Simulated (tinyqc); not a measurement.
MOSFET in saturation, small-signal circuit and noise: one step of the calculation.

Bias by the inversion coefficient IC = I/Ispec (charge-based model with velocity saturation; weak inversion below 0.1, strong above 10). Common-source circuit: gm, gds, Cgs, Cgd and Cj at the inner nodes, Rg in series with the gate; quasi-static, no source or drain resistance, no gate-body capacitance, no substrate network, no induced gate noise, so fmax is an upper estimate.

Problem. Capacitances, gate resistance and cut-off frequencies. qs = [sqrt(1 + 4 IC) - 1]/2, Cgs = Cox W L qs (2 qs + 3)/(3 (qs + 1)^2) + Cov W, Cgd = Cov W, Cd = Cj W, Rg = Rsh (Wf/L)/(12 Nf) + Rc/W with Nf = W/Wf fingers (not rounded) contacted at both ends. fT = gm/(2 pi (Cgs + Cgd)), fmax = fT/(2 sqrt(Rg (gds + 2 pi fT Cgd))).

Inputs (values chosen for the exercise):
- L = 350 nm (gate length)
- W = 20 um (total gate width)
- Cox = 1.57 uF/cm^2 (gate capacitance)
- Cov = 0.45 fF/um (overlap and fringe capacitance per side)
- Cj = 0.88 fF/um (drain junction capacitance)
- Rsh = 5 ohm (sheet resistance of the gate)
- Wf = 0.5 um (finger width)
- Rc = 50 ohm um (gate contact and vertical resistance)
- IC = 20 (inversion coefficient)

gm = 7.5692069 mS
gds = 0.049956765 mS

Give: Cgs; Cgd; Cd; Rg; fT; fmax.

Solution.

Cgs = 73.475 fF
Cgd = 9.0000 fF
Cd = 17.600 fF
Rg = 2.5149 ohm
fT = 14.607 GHz
fmax = 155.60 GHz

Overlap and fringe make up 21.8 % of the gate capacitance; fmax is 10.7 times fT.

tinyqc, about 0.01 s, one thread, Intel Xeon 2.30GHz (shared host): `OMP_NUM_THREADS=1 python tinyqc.py 2150122 2150123 out.jsonl`
